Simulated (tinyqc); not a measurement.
Two branches across an indirect gap: complex band structure along [001] in sp3s* tight binding.

For k = (0, 0, kz) the phase sums are g0 = cos(phi) and g3 = i sin(phi), phi = kz a/4, and the s, pz, s* orbitals of anion (a) and cation (c) decouple from px, py. With z = exp(i phi), H(z) = H0 + z T + T^T/z for any complex z. H0 is diagonal (Esa, Epa, Exa, Esc, Epc, Exc). The anion-cation block is B(z) = z U + W/z and the cation-anion block z W^T + U^T/z, where U has Vss/2 (s,s), Vsapc/2 (s,z), -Vscpa/2 (z,s), Vxx/2 (z,z), Vxapc/2 (s*,z), -Vpaxc/2 (z,s*), and W has the same values with the s-z and s*-z signs reversed. |z| = 1 is a band state, |z| < 1 decays along [001] as exp(-kappa d) over a distance d, kappa = -(4/a) ln|z|. No spin-orbit coupling.

Values chosen for the exercise (out of a larger set: near a published set for Ge, fitted to gaps, whose masses and valley positions are rough (light masses up to twice too heavy); not measured data):
- p = (-5.894, 1.613, -5.894, 1.613, 6.413, 6.413, -6.789, 1.615, 4.888, 5.481, 5.481, 5.239, 5.239) eV (order Esa, Epa, Esc, Epc, Exa, Exc, Vss, Vxx, Vxy, Vsapc, Vscpa, Vxapc, Vpaxc)
- a = 5.653 angstrom (lattice constant)
- Eg = 0.774 eV (top of the energy range, the indirect gap)

Ev = -0.00200 eV

The smallest kappa with Re kz = 0 and the smallest with Re kz > 0, at energies E from Ev; a dash: no such root.

Decay constants:
```
E/Eg,E (eV),kappa at Gamma (1/angstrom),kappa off Gamma (1/angstrom),its Re kz (2 pi/a)
0.05,0.0387,0.0225,0.4038,0.783
0.20,0.1548,0.0422,0.3739,0.787
0.35,0.2709,0.0519,0.3406,0.790
0.50,0.3870,0.0567,0.3025,0.794
0.65,0.5031,0.0575,0.2575,0.798
0.80,0.6192,0.0543,0.2008,0.802
0.90,0.6966,0.0494,0.1501,0.805
0.97,0.7508,0.0442,0.0991,0.807
```

What does the comparison show, and why?

The branch at Gamma decays more slowly on all rows listed; the other takes over only closer to its band edge, where its kappa goes to zero. The two differ in Re kz, so passing from one to the other needs kz from an abrupt interface, a steep field, a phonon or a defect. Valleys off the [001] axis, such as L, are not seen on these branches.

Run: tinyqc, `OMP_NUM_THREADS=1 python tinyqc.py 1450428 1450429 out.jsonl`; Intel(R) Xeon(R) Processor @ 2.30GHz, one thread, shared host; about 0.02 s of CPU time with all checks.
